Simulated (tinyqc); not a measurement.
Inside a calculation. Model: MOS capacitor on a p-type substrate, surface potential from the exact charge relation.

Computed by the program tinyqc: `OMP_NUM_THREADS=1 python tinyqc.py 2060162 2060163 out.jsonl`, one thread of a shared Intel Xeon 2.30GHz, about 0.01 s for the whole run. Printed values are rounded.

Uniform p-type substrate, Boltzmann statistics, full ionisation, classical densities. psi is the surface potential against the body (positive when the bands bend down) and u = psi/Vt. Traps are spread evenly over the gap and neutral at flat band, so their charge is -q Dit psi; the minority quasi-Fermi level is shifted by Vb.

Inputs (values chosen for the exercise); band and dielectric values those of a made-up semiconductor:
- T = 293 K (temperature)
- Eg = 1.22 eV (band gap)
- eps_r = 12.8 (relative permittivity)
- Nc = 2.42e19 cm^-3 (conduction-band density of states at T)
- Nv = 2.05e19 cm^-3 (valence-band density of states at T)
- chi = 4.87 eV (electron affinity)
- N = 1.2e16 cm^-3 (acceptor density of the substrate)
- eox = 3.9 (relative permittivity of the gate insulator (close to silicon dioxide))
- tox = 13 nm (insulator thickness)
- phiM = 5.26 eV (gate work function)
- Nf = 3.5e10 cm^-2 (fixed charge at the interface, in units of q)
- Dit = 0 cm^-2 eV^-1 (density of interface traps)
- Vb = 0 V (reverse bias of the inversion layer against the body)
- Vg = -0.1 V (gate voltage against the body)

Constants: q = 1.602176634e-19 C, kB = 1.380649e-23 J/K, Vt = kB T/q, eps0 = 8.8541878128e-14 F/cm where lengths are in cm. Results are converted to the units shown.

## Flat band, threshold and scales

ni = sqrt(Nc Nv) exp(-Eg/(2 Vt)), Eg in volts; phiF = Vt ln(N/ni); Cox = eps0 eox/tox; Vfb = phiM - chi - (Eg - Vt ln(Nv/N)) - q Nf/Cox; Q0 = sqrt(2 eps0 eps_r q N Vt); r = (ni/N)^2 exp(-Vb/Vt); VT = Vfb + [(2 phiF + Vb)(1 + q Dit/Cox) + sqrt(2 eps0 eps_r q N (2 phiF + Vb))/Cox].

ni = 7.168258e8 cm^-3
phiF = 0.4199716 V
Cox = 0.2656256 uF/cm^2
Vfb = -0.6631774 V
Q0 = 10.48964 nC/cm^2
r = 3.568328e-15
VT = 0.4045352 V

## Starting value

psi = Vg - Vfb, limited to the range from -4 Vt to +(2 phiF + Vb + 4 Vt).

psi at the start = 0.5631774 V

## Iteration 1: Newton step for the surface potential

u = psi/Vt; F^2 = exp(-u) + u - 1 + r (exp(u) - u - 1); Qs = -sign(u) Q0 F; Cs = -dQs/dpsi = (Q0/Vt) |1 - exp(-u) + r (exp(u) - 1)|/(2 F). f = Vfb + psi + (q Dit psi - Qs)/Cox - Vg, f' = 1 + (Cs + q Dit)/Cox, psi(new) = psi - f/f'.

u = 22.30513
F = 4.615749
Qs = -48.41753 nC/cm^2
Cs = 0.04500443 uF/cm^2
f = 0.1822773 V
f' = 1.169428
psi after iteration 1 = 0.4073086 V

## Iteration 2: Newton step for the surface potential

As before.

u = 16.13181
F = 3.889962
Qs = -40.80429 nC/cm^2
Cs = 0.05340040 uF/cm^2
f = -0.002253007 V
f' = 1.201036
psi after iteration 2 = 0.4091845 V

## Course of the Newton iteration

Stop when the step is below 1e-10 V, or after 60 iterations.

Course of the iteration:

| iteration | psi before the step (V) | f (V) | step (V) |
|---|---|---|---|
| 1 | 0.5631774 | 0.182 | -0.156 |
| 2 | 0.4073086 | -2.25e-3 | 1.88e-3 |
| 3 | 0.4091845 | -4.62e-7 | 3.85e-7 |
| 4 | 0.4091848 | -1.93e-14 | 1.61e-14 |

Converged in 4 iterations.

## Charges, field and capacitances at the solution

converged psi = 0.4091848 V

u = psi/Vt; F^2 = exp(-u) + u - 1 + r (exp(u) - u - 1); Qs = -sign(u) Q0 F; Cs = -dQs/dpsi = (Q0/Vt) |1 - exp(-u) + r (exp(u) - 1)|/(2 F). Low frequency: 1/C_LF = 1/Cox + 1/(Cs + q Dit). High frequency, in the simple estimate in which traps and minority carriers do not follow: 1/C_HF = 1/Cox + 1/Cd, Cd being Cs with r = 0 at the same psi. Minority sheet density N_inv = (Q0/(2 q)) int_0^u r (exp(t) - 1)/F(t) dt for u > 0. Oxide field |Qs - q Dit psi + q Nf|/(eps0 eox).

Qs = -40.90436 nC/cm^2
N_inv = 339.1686 cm^-2
oxide field = 0.1022166 MV/cm
Cs = 0.05326976 uF/cm^2
C_LF/Cox = 0.1670446
C_HF/Cox = 0.1670446

The surface is in depletion (borders at |psi| = 0, phiF + Vb and 2 phiF + Vb = 0.840 V).
